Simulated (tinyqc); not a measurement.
Leakage through a gate insulator: direct, Fowler-Nordheim, trap-assisted and Poole-Frenkel currents: one step, computed by the program tinyqc. Command: `OMP_NUM_THREADS=1 python tinyqc.py 3016959 3016960 out.jsonl oxideleak walk`. One thread of a shared host (Intel(R) Xeon(R) Processor @ 2.30GHz), about 0.01 s of CPU time with the checks.

Electrons enter from the cathode Fermi level at x = 0; the conduction band of the insulator lies phi_b - e F x above it, F = V/t. WKB exponents use a parabolic band with mass m.

Task: Poole-Frenkel bound. Poole-Frenkel emission over the lowered barrier of a charged trap: lowering sqrt(e F/(pi eps_opt eps_0)); J_PF = e N_t^(2/3) nu_0 exp(-(phi_t - lowering)/k_B T), one sheet of traps emitting with supply unlimited (an upper bound).

Inputs (values chosen for the exercise, with an insulator like Al2O3):

| quantity | value | unit |
|---|---|---|
| thickness t | 3.9 | nm |
| optical constant eps_opt | 3.01 | - |
| voltage across the insulator V | 2 | V |
| trap depth phi_t | 1.6 | eV |
| trap density N_t | 1.9e+17 | cm^-3 |
| attempt rate nu_0 | 1e+13 | 1/s |
| temperature T | 250 | K |

Constants: e = 1.602176634e-19 C; eps_0 = 8.8541878128e-12 F/m; k_B = 8.617333262e-05 eV/K.

Give: barrier lowering; Poole-Frenkel bound J_PF.

Result:

barrier lowering = 0.9906 eV

Poole-Frenkel bound J_PF = 2.749e-07 A/cm^2

Caution: the film is too thin for the Poole-Frenkel picture (the lowering is a large part of the whole drop, or the traps are further apart than the film is thick), so J_PF is only nominal.
